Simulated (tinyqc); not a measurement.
Moment against the Stoner parameter: Stoner model of a band ferromagnet.

Density of states per atom and spin: flat with a rise to the top, D(e) = (M/W) [1 - sp + 4 sp (e/W + 1/2)^3]. Levels e -/+ I m/2 for up and down spin, m = n_up - n_down, n_up + n_down = nd. At zero temperature e(N) is the energy below which N states lie, and E(m) = sum over spins of integral e D de - I m^2/4.

Inputs chosen for the exercise:
- W = 5.3 eV (band width, e from -W/2 to W/2)
- M = 5 (states per atom and spin)
- nd = 7.85 (electrons per atom)
- sp = 0.66 (shape parameter)

Lowest state for each I.

Results:

| I (eV) | I D(EF) | m (muB) | E - E(0) (meV) |
|---|---|---|---|
| 0.27 | 0.610 | 0.000 | 0.0 |
| 0.36 | 0.813 | 0.000 | 0.0 |
| 0.40 | 0.903 | 0.000 | 0.0 |
| 0.45 | 1.016 | 1.766 | -2.8 |
| 0.49 | 1.107 | 2.150 | -48.4 |
| 0.56 | 1.265 | 2.150 | -129.3 |
| 0.67 | 1.513 | 2.150 | -256.4 |
| 0.80 | 1.807 | 2.150 | -406.6 |

What can be read from this table?

A moment first appears at I = 0.45 eV of those listed, where I D(EF) = 1.016, and it is at once 1.77, most of the saturated value: the onset is steep or abrupt. It is saturated at 2.150 from I = 0.49 eV on.

tinyqc: `OMP_NUM_THREADS=1 python tinyqc.py 1682198 1682199 out.jsonl`; about 0.3 s, one thread, shared Intel(R) Xeon(R) Processor @ 2.30GHz.
